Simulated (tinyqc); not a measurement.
## Memristor with linear dopant drift, Biolek window: one period

A film of thickness D has a doped share x: R = Ron x + Roff (1 - x), i = v/R, dx/dt = k i F with k = mv Ron/D^2 and F = 1 - x^(2 p) for i >= 0 and 1 - (x - 1)^(2 p) for i < 0. The drive is v = V0 sin(2 pi f t). The model has no threshold and no heating.

Step h = 1/(16 f), from t = j h. With g(t, x) = dx/dt: k1 = g(t, x), k2 = g(t + h/2, x + h k1/2), k3 = g(t + h/2, x + h k2/2), k4 = g(t + h, x + h k3), x(new) = x + h (k1 + 2 k2 + 2 k3 + k4)/6.

The 16 Runge-Kutta steps against a converged integration; i uses the converged x.

Values chosen for this exercise:
```
symbol,value,unit,meaning
Ron,200,ohm,resistance of the fully doped film
Roff,5000,ohm,resistance of the undoped film
D,15,nm,film thickness
mv,8.4e-15,m^2/(V s),dopant mobility
x0,0.25,,doped share at t = 0
V0,0.5,V,amplitude
p,3,,window exponent
f,0.92,Hz,frequency
```

One period:
```
j     v (V)  x, coarse steps  x, converged  i (uA)
0    0.0000           0.2500        0.2500     0.0
1    0.1913           0.2630        0.2630    51.2
2    0.3536           0.3014        0.3014    99.5
3    0.4619           0.3629        0.3629   141.8
4    0.5000           0.4431        0.4431   174.0
5    0.4619           0.5350        0.5350   189.9
6    0.3536           0.6260        0.6260   177.2
7    0.1913           0.6962        0.6961   115.4
8    0.0000           0.7231        0.7230     0.0
9   -0.1913           0.6924        0.6924  -114.1
10  -0.3536           0.6171        0.6171  -173.5
11  -0.4619           0.5250        0.5250  -186.3
12  -0.5000           0.4352        0.4352  -171.8
13  -0.4619           0.3593        0.3593  -141.0
14  -0.3536           0.3034        0.3034   -99.8
15  -0.1913           0.2699        0.2699   -51.6
16   0.0000           0.2588        0.2588     0.0
```

The current vanishes with the voltage (pinched loop). At the same voltage, j = 2 and 6, it is 99.5 uA on the way up and 177 uA on the way down. x peaks at 0.7230 at half period and ends at 0.2588, not at its starting value: this window differs for the two directions of the current. The coarse steps miss by at most 2.2e-5.

Numbers from tinyqc (`OMP_NUM_THREADS=1 python tinyqc.py 2880042 2880043 out.jsonl`; about 0.2 s on one thread of a shared Intel Xeon 2.30GHz).
